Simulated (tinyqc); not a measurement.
Six-band Luttinger-Kohn model with strain: one step. Levels and their make-up. Three cases, with inputs chosen for the exercise.

Problem. Diagonalise H. The weights add +m and -m and are averaged over each pair; m is taken along z.

Give: levels from the top, each twofold; weights.

Case 1.

H(k) (eV), lower triangle (Hermitian):
```
                      3/2,3/2              3/2,1/2   3/2,-1/2            3/2,-3/2    1/2,1/2
3/2,3/2             -0.011225
3/2,1/2                     0            -0.053172
3/2,-1/2  -0.002017-0.032891i                    0  -0.053172
3/2,-3/2                    0  -0.002017-0.032891i          0           -0.011225
1/2,1/2                     0            -0.029661          0  0.002853-0.046515i  -0.075199
1/2,-1/2  -0.002853-0.046515i                    0   0.029661                   0          0

           1/2,-1/2
1/2,-1/2  -0.075199
```

Solution.

levels from the top, each twofold (eV): 0.0346  -0.0710  -0.1032

weights:
```
               top  second  third
|3/2,+-3/2>  0.602   0.281  0.117
|3/2,+-1/2>  0.196   0.713  0.091
|1/2,+-1/2>  0.202   0.007  0.792
```

The top pair is 60 % |3/2,+-3/2>, the second pair is 71 % |3/2,+-1/2> and the third pair is 79 % |1/2,+-1/2>.

Case 2.

H(k) (eV), lower triangle (Hermitian):
```
                     3/2,3/2             3/2,1/2   3/2,-1/2             3/2,-3/2    1/2,1/2
3/2,3/2            -0.165105
3/2,1/2                    0           -0.019656
3/2,-1/2  0.043348-0.017833i                   0  -0.019656
3/2,-3/2                   0  0.043348-0.017833i          0            -0.165105
1/2,1/2                    0            0.102848          0  -0.061303-0.025220i  -0.381381
1/2,-1/2  0.061303-0.025220i                   0  -0.102848                    0          0

           1/2,-1/2
1/2,-1/2  -0.381381
```

Solution.

levels from the top, each twofold (eV): 0.0125  -0.1481  -0.4305

weights:
```
               top  second  third
|3/2,+-3/2>  0.029   0.894  0.077
|3/2,+-1/2>  0.922   0.009  0.069
|1/2,+-1/2>  0.049   0.097  0.854
```

The top pair is 92 % |3/2,+-1/2>, the second pair is 89 % |3/2,+-3/2> and the third pair is 85 % |1/2,+-1/2>.

Case 3.

H(k) (eV), lower triangle (Hermitian):
```
                      3/2,3/2              3/2,1/2             3/2,-1/2            3/2,-3/2    1/2,1/2
3/2,3/2             -0.033872
3/2,1/2    0.000019+0.000855i            -0.049508
3/2,-1/2  -0.022624+0.000855i                    0            -0.049508
3/2,-3/2                    0  -0.022624+0.000855i  -0.000019-0.000855i           -0.033872
1/2,1/2    0.000013+0.000605i            -0.011056  -0.000023+0.001047i  0.031995+0.001209i  -0.086690
1/2,-1/2  -0.031995+0.001209i  -0.000023-0.001047i             0.011056  0.000013-0.000605i          0

           1/2,-1/2
1/2,-1/2  -0.086690
```

Solution.

levels from the top, each twofold (eV): -0.0046  -0.0636  -0.1018

weights:
```
               top  second  third
|3/2,+-3/2>  0.621   0.199  0.180
|3/2,+-1/2>  0.240   0.759  0.001
|1/2,+-1/2>  0.139   0.042  0.819
```

The top pair is 62 % |3/2,+-3/2>, the second pair is 76 % |3/2,+-1/2> and the third pair is 82 % |1/2,+-1/2>.

Computed by tinyqc, one run a case: `OMP_NUM_THREADS=1 python tinyqc.py N N+1 out.jsonl` with N = 1051367, 1051383, 1051520; one thread of a shared Intel(R) Xeon(R) Processor @ 2.30GHz, about 0.2 s a run at most.
